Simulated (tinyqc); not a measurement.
Worked calculation: CCD on RHF in the 6-31g basis, for H2, spin multiplicity 1. Computed by tinyqc, a small Python program that keeps every step (integrals from PySCF). Settings: charge = 0, multiplicity = 1, basis = 6-31g, method = RHF, energy threshold = 1e-10, iteration cap = 62, orthogonalisation = symmetric, start = atomic densities, DIIS depth = 6, amplitude equations = CCD, DIIS depth for amplitudes = 0, cap on updates = 54. Command: `OMP_NUM_THREADS=1 python tinyqc.py 26830 26831 out.jsonl` (the two numbers bound the seeds that draw the settings). One thread of a shared host (Intel(R) Xeon(R) Processor @ 2.60GHz), about 0.09 s of CPU time with the checks. The early iterations of the SCF are left out here.

## One-electron integrals

Geometry (angstrom):

| atom | x | y | z |
|---|---|---|---|
| H | 0.000000 | 0.000000 | 0.000000 |
| H | 0.000000 | 0.000000 | 0.990000 |

Basis 6-31g: exponents (1/bohr^2) and contraction coefficients of normalised primitives:

| element | l (shell) | exponent | coefficient |
|---|---|---|---|
| H | s (1) | 18.731137 | 0.033495 |
| H | s (1) | 2.825394 | 0.234727 |
| H | s (1) | 0.640122 | 0.813757 |
| H | s (2) | 0.161278 | 1.000000 |

Overlap, kinetic and nuclear-attraction integrals over the contracted functions; the nuclear repulsion is the sum of Za Zb / Rab.

nuclear repulsion = 0.53452244 hartree

overlap S, lower triangle:
```
          1H 1s     1H 2s     2H 1s     2H 2s
1H 1s  1.000000
1H 2s  0.658292  1.000000
2H 1s  0.259790  0.415580  1.000000
2H 2s  0.415580  0.754096  0.658292  1.000000
```

kinetic energy T (hartree), lower triangle:
```
          1H 1s     1H 2s     2H 1s     2H 2s
1H 1s  1.395678
1H 2s  0.259735  0.241917
2H 1s  0.033206  0.113400  1.395678
2H 2s  0.113400  0.148103  0.259735  0.241917
```

nuclear attraction V (hartree), lower triangle:
```
           1H 1s      1H 2s      2H 1s      2H 2s
1H 1s  -2.186777
1H 2s  -1.088605  -1.104317
2H 1s  -0.512896  -0.709362  -2.186777
2H 2s  -0.709362  -0.882806  -1.088605  -1.104317
```

core Hamiltonian H = T + V (hartree), lower triangle:
```
           1H 1s      1H 2s      2H 1s      2H 2s
1H 1s  -0.791099
1H 2s  -0.828870  -0.862400
2H 1s  -0.479689  -0.595961  -0.791099
2H 2s  -0.595961  -0.734703  -0.828870  -0.862400
```

## Two-electron integrals

Functions are numbered as in S; the eight-fold symmetry (ij|kl) = (ji|kl) = (kl|ij) leaves the list below.

Two-electron integrals (ij|kl) in chemists' order, unique and non-zero (hartree):
```
(11|11) 1.076566   (21|11) 0.578470   (21|21) 0.329423   (22|11) 0.587396
(22|21) 0.361304   (22|22) 0.453150   (31|11) 0.211511   (31|21) 0.123169
(31|22) 0.139179   (31|31) 0.062960   (32|11) 0.243381   (32|21) 0.151381
(32|22) 0.191828   (32|31) 0.084010   (32|32) 0.130187   (33|11) 0.524199
(33|21) 0.335200   (33|22) 0.444227   (33|31) 0.211511   (33|32) 0.355667
(33|33) 1.076566   (41|11) 0.355667   (41|21) 0.203780   (41|22) 0.225666
(41|31) 0.084010   (41|32) 0.106222   (41|33) 0.243381   (41|41) 0.130187
(42|11) 0.410194   (42|21) 0.254696   (42|22) 0.326303   (42|31) 0.112865
(42|32) 0.166985   (42|33) 0.410194   (42|41) 0.166985   (42|42) 0.257689
(43|11) 0.335200   (43|21) 0.212867   (43|22) 0.281957   (43|31) 0.123169
(43|32) 0.203780   (43|33) 0.578470   (43|41) 0.151381   (43|42) 0.254696
(43|43) 0.329423   (44|11) 0.444227   (44|21) 0.281957   (44|22) 0.380580
(44|31) 0.139179   (44|32) 0.225666   (44|33) 0.587396   (44|41) 0.191828
(44|42) 0.326303   (44|43) 0.361304   (44|44) 0.453150
```

## Orthogonalisation

S = U s U^T; symmetric (Loewdin) form X = U s^(-1/2) U^T, so that X^T S X = 1.

eigenvalues of S: 0.146656  0.404997  0.839458  2.608889

X, lower triangle:
```
           1H 1s      1H 2s      2H 1s     2H 2s
1H 1s   1.255594
1H 2s  -0.498216   1.690991
2H 1s  -0.053571   0.034227   1.255594
2H 2s   0.034227  -0.702543  -0.498216  1.690991
```

## Iteration 5 (converged): orbitals

converged F (hartree), lower triangle:
```
           1H 1s      1H 2s      2H 1s      2H 2s
1H 1s   0.082902
1H 2s  -0.432917  -0.314445
2H 1s  -0.422228  -0.423488   0.082902
2H 2s  -0.423488  -0.363149  -0.432917  -0.314445
```

Diagonalise F' = X^T F X, C = X C', fill 1 alpha and 1 beta electrons from the bottom; D = 2 C_occ C_occ^T. Each column has its largest component positive (the first on a tie).

F' = X^T F X (hartree), lower triangle:
```
           1          2          3         4
1   0.605913
2  -0.574139   0.248364
3  -0.286790  -0.127744   0.605913
4  -0.127744  -0.197901  -0.574139  0.248364
```

orbital energies (hartree): MO1 -0.529829, MO2 0.170389, MO3 0.899415, MO4 1.168579

coefficients C:
```
            MO1        MO2        MO3        MO4
1H 1s  0.288726   0.166395   0.864124  -0.985402
1H 2s  0.329619   1.241802  -0.698218   1.210032
2H 1s  0.288726  -0.166395   0.864124   0.985402
2H 2s  0.329619  -1.241802  -0.698218  -1.210032
```

D after iteration 5, lower triangle:
```
          1H 1s     1H 2s     2H 1s     2H 2s
1H 1s  0.166725
1H 2s  0.190339  0.217298
2H 1s  0.166725  0.190339  0.166725
2H 2s  0.190339  0.217298  0.190339  0.217298
```

## Convergence

Stop when the energy changes by less than 1e-10 hartree and every element of the error matrix X^T (F D S - S D F) X is below 3e-06.

Course of the cycle:

| iteration | E (hartree) | change | largest element of the error matrix |
|---|---|---|---|
| 1 | -0.75531127 | - | 9.05e-02 |
| 2 | -1.09634470 | -3.41e-01 | 1.31e-02 |
| 3 | -1.09661795 | -2.73e-04 | 2.51e-03 |
| 4 | -1.09662835 | -1.04e-05 | 5.02e-07 |
| 5 | -1.09662835 | -3.55e-13 | 1.94e-07 |

PySCF RHF in the same basis = -1.09662835 hartree

Converged in 5 iterations.

## Integrals over molecular orbitals

(pq|rs) = sum C_ip C_jq C_kr C_ls (ij|kl), one index at a time.

one-electron integrals over orbitals h = C^T H C (hartree), lower triangle:
```
           1          2          3         4
1  -1.101322
2   0.000000  -0.603586
3  -0.136176   0.000000  -0.016354
4   0.000000   0.194577   0.000000  0.132138
```

Two-electron integrals over orbitals (pq|rs), unique and non-zero (hartree):
```
(11|11) 0.571493    (21|21) 0.105725    (22|11) 0.439850    (22|22) 0.399714
(31|11) 0.136176    (31|22) 0.066897    (31|31) 0.095133    (32|21) 0.007396
(32|32) 0.036601    (33|11) 0.505451    (33|22) 0.400338    (33|31) 0.118553
(33|33) 0.471625    (41|21) -0.080703   (41|32) -0.046969   (41|41) 0.112047
(42|11) -0.137640   (42|22) -0.070970   (42|31) -0.080605   (42|33) -0.116959
(42|42) 0.081283    (43|21) -0.117086   (43|32) -0.034286   (43|41) 0.125328
(43|43) 0.169713    (44|11) 0.574244    (44|22) 0.447745    (44|31) 0.172273
(44|33) 0.532392    (44|42) -0.163065   (44|44) 0.636684
```

## CCD: starting amplitudes

t_ij^ab = <ij||ab> / (e_i + e_j - e_a - e_b), whose energy is MP2.

Starting amplitudes (spin orbitals 1a, 1b, ...; amplitudes related by a flip of all spins are not repeated):

| from | to | t |
|---|---|---|
| 1a 1b | 2a 2b | -0.075494 |
| 1a 1b | 2a 4b | 0.033646 |
| 1a 1b | 3a 3b | -0.033281 |
| 1a 1b | 4a 4b | -0.032986 |

correlation energy = -0.02027441 hartree

## CCD: amplitude update 1

t_ij^ab D_ij^ab are set to the remaining terms of the spin-orbital equations, evaluated with the old amplitudes; for the doubles these are <ij||ab> + 1/2 <ab||ef> t_ij^ef + 1/2 <mn||ij> t_mn^ab + P(ij)P(ab) <mb||ej> t_im^ae + terms in t^2, D the orbital-energy denominators.

Amplitudes after update 1 (spin orbitals 1a, 1b, ...; amplitudes related by a flip of all spins are not repeated):

| from | to | t |
|---|---|---|
| 1a 1b | 2a 2b | -0.108648 |
| 1a 1b | 2a 4b | 0.047167 |
| 1a 1b | 3a 3b | -0.038492 |
| 1a 1b | 4a 4b | -0.038341 |

correlation energy = -0.02705774 hartree

## CCD: amplitude update 2

As before.

Amplitudes after update 2 (spin orbitals 1a, 1b, ...; amplitudes related by a flip of all spins are not repeated):

| from | to | t |
|---|---|---|
| 1a 1b | 2a 2b | -0.123235 |
| 1a 1b | 2a 4b | 0.052626 |
| 1a 1b | 4a 4b | -0.038793 |
| 1a 1b | 3a 3b | -0.038734 |

correlation energy = -0.02955467 hartree

## CCD: convergence

E_corr = 1/4 sum <ij||ab> t_ij^ab; stop when the norm of the change is below 1e-8.

Course of the amplitude iterations:

| update | correlation energy (hartree) | norm of the change |
|---|---|---|
| 0 | -0.02027441 | - |
| 1 | -0.02705774 | 7.80e-02 |
| 2 | -0.02955467 | 3.30e-02 |
| 3 | -0.03054922 | 1.44e-02 |
| 4 | -0.03096463 | 6.31e-03 |
| 5 | -0.03114251 | 2.77e-03 |
| 6 | -0.03121963 | 1.21e-03 |
| 7 | -0.03125326 | 5.33e-04 |
| 8 | -0.03126796 | 2.34e-04 |
| 9 | -0.03127440 | 1.03e-04 |
| 10 | -0.03127723 | 4.50e-05 |
| 11 | -0.03127847 | 1.97e-05 |
| 12 | -0.03127901 | 8.65e-06 |
| 13 | -0.03127925 | 3.79e-06 |
| 14 | -0.03127935 | 1.66e-06 |
| 15 | -0.03127940 | 7.29e-07 |
| 16 | -0.03127942 | 3.20e-07 |
| 17 | -0.03127942 | 1.40e-07 |
| 18 | -0.03127943 | 6.15e-08 |
| 19 | -0.03127943 | 2.70e-08 |
| 20 | -0.03127943 | 1.18e-08 |
| 21 | -0.03127943 | 5.19e-09 |

Converged amplitudes (spin orbitals 1a, 1b, ...; amplitudes related by a flip of all spins are not repeated):

| from | to | t |
|---|---|---|
| 1a 1b | 2a 2b | -0.134741 |
| 1a 1b | 2a 4b | 0.056548 |
| 1a 1b | 4a 4b | -0.038313 |
| 1a 1b | 3a 3b | -0.037986 |

CCD total energy = -1.12790778 hartree

Converged in 21 updates.
